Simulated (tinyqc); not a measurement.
Quantum-well laser, gain and threshold: course of the iteration: threshold density by Newton steps.

One electron and one heavy-hole subband per well, parabolic, with equal sheet densities n of electrons and holes; k-conserving transitions, TE polarisation, no line broadening, so the gain starts as a step at E0 and peaks there. All wells are pumped alike.

fe = 1 - exp(-n/Nc) and fh = 1 - exp(-n/Nv) are the fillings of the two band edges; f = g0 (fe + fh - 1) - gth; f' = g0 [(1 - fe)/Nc + (1 - fh)/Nv]; n(new) = n - f/f'.

Stop when n changes by less than 1000 cm^-2, or after 30 iterations. n must stay positive.

n at the start = 5e12 cm^-2
Nc = 2.06725e12 cm^-2
Nv = 1.10746e13 cm^-2
g0(E0) = 17788.3 1/cm
gth = 2435.34 1/cm

Course of the iteration:
```
iteration   n (cm^-2)  |change| (cm^-2)
1          3.63397e12           1.37e12
2          3.83326e12           1.99e11
3          3.83965e12            6.39e9
4          3.83966e12            6.20e6
5          3.83966e12              5.84
```

Did this iteration meet its convergence test, and what does its course show?

Yes. Converged in 5 iterations. At the end the number of correct digits about doubles with each step.

Range of the model: The second hole subband, left out here, lies within about 2 Vt of the first in a well this wide. Polarisation fields, which separate electrons and holes in nitride wells and lower the gain, are left out.

Computed by the program tinyqc: `OMP_NUM_THREADS=1 python tinyqc.py 2840105 2840106 out.jsonl`, one thread of a shared Intel Xeon 2.30GHz, about 0.02 s for the whole run.
